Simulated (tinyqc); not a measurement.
Strength against creep resistance: grain growth, pinning, strength and diffusional creep of a polycrystal or thin film. Computed by tinyqc, a small Python program. Command: `OMP_NUM_THREADS=1 python tinyqc.py 3004393 3004394 out.jsonl grain walk`. One thread of a shared host (Intel(R) Xeon(R) Processor @ 2.30GHz), about 0.01 s of CPU time with the checks.

One mean grain size d describes the structure.

Inputs (values chosen for the exercise, modelled on aluminium):
```
quantity                                    value        unit
atomic volume Omega                         16.59  angstrom^3
boundary energy gamma                        0.31       J/m^2
mobility prefactor M0                     0.00096   m^4/(J s)
activation energy of boundary motion Q_m     1.12          eV
anneal temperature T                          381           K
anneal time t                               23000           s
initial grain size d0                          32          nm
particle volume fraction f                0.00017           -
particle radius r                              11          nm
film thickness h                              110          nm
surface energy gamma_s                        0.8       J/m^2
Hall-Petch slope k_y                        0.051   MPa m^0.5
lattice diffusion energy Q_l                 1.48          eV
boundary diffusion energy Q_b                0.89          eV
lattice prefactor D0                      8.2e-05       m^2/s
boundary prefactor delta D0b              4.4e-15       m^3/s
applied stress sigma                          170         MPa
service temperature T_c                       462           K
```

Sample: thin film on a substrate.

Constants: k_B = 8.617333262e-05 eV/K; k_B = 1.380649e-23 J/K.

Method:
- M = M0 exp(-Q_m/(k_B T)). The driving pressure is 2 gamma/d. Zener pinning pressure 3 f gamma/(2 r) stops growth at d_Z = 4 r/(3 f). Grooves where boundaries meet the surface have the angle theta = arcsin(gamma/(2 gamma_s)) and are taken to stop growth at d_h = h/(2 theta), a few film thicknesses; the limit is 1/d_lim = 1/d_Z + 1/d_h.
- dd/dt = 2 M gamma (1/d - 1/d_lim) integrates to 2 M gamma t = d_lim (d0 - d) + d_lim^2 ln[(d_lim - d0)/(d_lim - d)]; without pinning d^2 = d0^2 + 4 M gamma t.
- Nabarro-Herring rate = 14 sigma Omega D_l/(k_B T d^2), D_l = D0 exp(-Q_l/(k_B T)); Coble rate = 14 pi sigma Omega delta D_b/(k_B T d^3), delta D_b = delta D0b exp(-Q_b/(k_B T)); they are equal at d_x = pi delta D_b/D_l.
- Hall-Petch term k_y/sqrt(d).

crossover size d_x = 460.118 micrometre

At T_c and sigma:
```
d (nm)  Hall-Petch term (MPa)  Nabarro-Herring (1/s)  Coble (1/s)  time to 1 % (s)
30                     294.45             4.0413e-05   6.1983e-01       1.6132e-02
100                    161.28             3.6372e-06   1.6735e-02       5.9740e-01
300                     93.11             4.0413e-07   6.1983e-04       1.6123e+01
1000                    51.00             3.6372e-08   1.6735e-05       5.9624e+02
3000                    29.44             4.0413e-09   6.1983e-07       1.6029e+04
10000                   16.13             3.6372e-10   1.6735e-08       5.8482e+05
100000                   5.10             3.6372e-12   1.6735e-11       4.9085e+08
```

From 100 micrometre to 30 nm grains the Hall-Petch term grows 58 times, while the time to 1 % strain shrinks by 10.5 decades. Coble creep rules in 7 of the seven rows (d_x = 460 micrometre). Fine grains resist slip but creep fast. The Hall-Petch value at 30 nm is at the edge of that law, and in a film grains much larger than h lose atoms to the surfaces instead. Caution: sigma Omega is not small against k_B T, as the linear creep laws assume. Caution: T_c is above the anneal temperature, so the grains would go on growing in service.

Extremes, crossings and ranges named in words are read from the listed rows.
